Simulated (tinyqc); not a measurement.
Three-band tight binding of a dichalcogenide monolayer: sweeps and comparisons. A value that a table varies takes the place of the one given here.

Basis dz2, dxy, dx2-y2 on a triangular lattice, nearest neighbours; alpha = kx a/2, beta = sqrt3 ky a/2. h0 = e1 + 2 t0 (cos 2alpha + 2 cos alpha cos beta); h1 = -2 sqrt3 t2 sin alpha sin beta + 2i t1 (sin 2alpha + sin alpha cos beta); h2 = 2 t2 (cos 2alpha - cos alpha cos beta) + 2i sqrt3 t1 cos alpha sin beta; h11 = e2 + 2 t11 cos 2alpha + (t11 + 3 t22) cos alpha cos beta; h22 = e2 + 2 t22 cos 2alpha + (3 t11 + t22) cos alpha cos beta; h12 = sqrt3 (t22 - t11) sin alpha sin beta + 4i t12 sin alpha (cos alpha - cos beta) + i lam sz. H = [[h0, h1, h2], [., h11, h12], [., ., h22]], Hermitian; the lowest band of each spin is filled. K = (4 pi/3a, 0), M = (pi/a, pi/(sqrt3 a)).

Constants: hbar^2/2m0 = 3.80998211 eV angstrom^2.

Inputs chosen for the exercise (near a published set for monolayer MoTe2; shifted at random, so the results belong to these values and not to a real crystal):
- a = 3.55 angstrom (lattice constant)
- e1 = 0.606 eV (level of dz2)
- e2 = 1.979 eV (level of dxy and dx2-y2)
- t0 = -0.17 eV (hopping)
- t1 = 0.229 eV (hopping)
- t2 = 0.389 eV (hopping)
- t11 = 0.208 eV (hopping)
- t12 = 0.235 eV (hopping)
- t22 = 0.253 eV (hopping)
- lam = 0.105 eV (spin-orbit constant)

## Three bands against the two-band Dirac model at K

Masses from central differences along kx with step 0.002 1/angstrom, c = hbar^2/2m0; Berry curvature of the valence band from a counter-clockwise plaquette of side 0.001 1/angstrom, Omega = -arg(product of overlaps)/area. Two-band model: coupling A = (3 a/(2 sqrt2))(t1 + sqrt3 t2) between valence and conduction states, mass c G/A^2 for both, Omega_v = 2 A^2/G^2. sz = 0 drops the spin-orbit term.

At K:

| sz | G (eV) | m_c (m0) | m_v (m0) | two-band mass | Omega_v (angstrom^2) | two-band Omega |
|---|---|---|---|---|---|---|
| 1 | 0.9446 | 0.451 | 0.612 | 0.311 | 25.883 | 25.900 |
| 0 | 1.0496 | 0.516 | 0.762 | 0.346 | 20.963 | 20.977 |
| -1 | 1.1546 | 0.584 | 0.953 | 0.381 | 17.323 | 17.335 |

A = 3.3992 eV angstrom

Without spin-orbit coupling the electron mass is 0.516 and the hole mass 0.762, against 0.346 for both in the two-band model: the third band and the curvature of the diagonal terms break the symmetry. The Berry curvature is -0.1 % from the two-band value. The smaller gap (sz = +1) has the larger curvature, by a factor 1.49.

## All hoppings scaled

The six hoppings are multiplied by f; e1, e2 and lam stay (real strain also moves e1 and e2, so this is no model of it). Closed forms: Ev(K) = e2 - (3/2)(t11 + t22) - 3 sqrt3 t12 + lam, Ec(K) = e1 - 3 t0, Ev(Gamma) = e1 + 6 t0.

Gaps (eV):

| f | direct gap at K | Ev(K) - Ev(Gamma) | Ec(K) - top of valence band |
|---|---|---|---|
| 0.85 | 0.5812 | 0.7193 | 0.5812 |
| 0.90 | 0.7023 | 0.6747 | 0.7023 |
| 0.94 | 0.7992 | 0.6390 | 0.7992 |
| 0.97 | 0.8719 | 0.6122 | 0.8719 |
| 1.00 | 0.9446 | 0.5854 | 0.9446 |
| 1.03 | 1.0173 | 0.5586 | 1.0173 |
| 1.06 | 1.0900 | 0.5318 | 1.0900 |
| 1.10 | 1.1869 | 0.4961 | 1.1869 |

The direct gap changes by +24.2 meV for each per cent of f. The top of the valence band stays at K over the range.

## What each parameter does

Spin up: gap at K, Ev(K) - Ev(Gamma), and masses at K by central differences along kx with step 0.002 1/angstrom, c = hbar^2/2m0. Each row changes one parameter from the base and keeps the others.

Results:

| case | gap at K (eV) | K - Gamma (eV) | m_c (m0) | m_v (m0) |
|---|---|---|---|---|
| base | 0.9446 | 0.5854 | 0.451 | 0.612 |
| t0 = -0.14 eV | 0.8546 | 0.4054 | 0.375 | 0.507 |
| t22 = 0.283 eV | 0.9896 | 0.5404 | 0.488 | 0.685 |
| t12 = 0.265 eV | 1.1005 | 0.4295 | 0.548 | 0.953 |
| lam = 0.135 eV | 0.9146 | 0.6154 | 0.433 | 0.575 |
| t11 = 0.178 eV | 0.8996 | 0.6304 | 0.417 | 0.543 |
| e1 = 0.576 eV | 0.9146 | 0.6154 | 0.428 | 0.575 |

The largest shifts from the base row, up to three for each result and ties (the steps differ in size, so this ranks the rows, not the parameters). gap at K (eV): t12 +0.1559, t0 -0.0900, t22 +0.0450, t11 -0.0450. K - Gamma (eV): t0 -0.1800, t12 -0.1559, t22 -0.0450, t11 +0.0450. m_c (m0): t12 +0.097, t0 -0.076, t22 +0.037. m_v (m0): t12 +0.341, t0 -0.105, t22 +0.073.

Run: tinyqc, `OMP_NUM_THREADS=1 python tinyqc.py 1482457 1482458 out.jsonl`; Intel(R) Xeon(R) Processor @ 2.30GHz, one thread, shared host; about 0.02 s of CPU time with all checks.
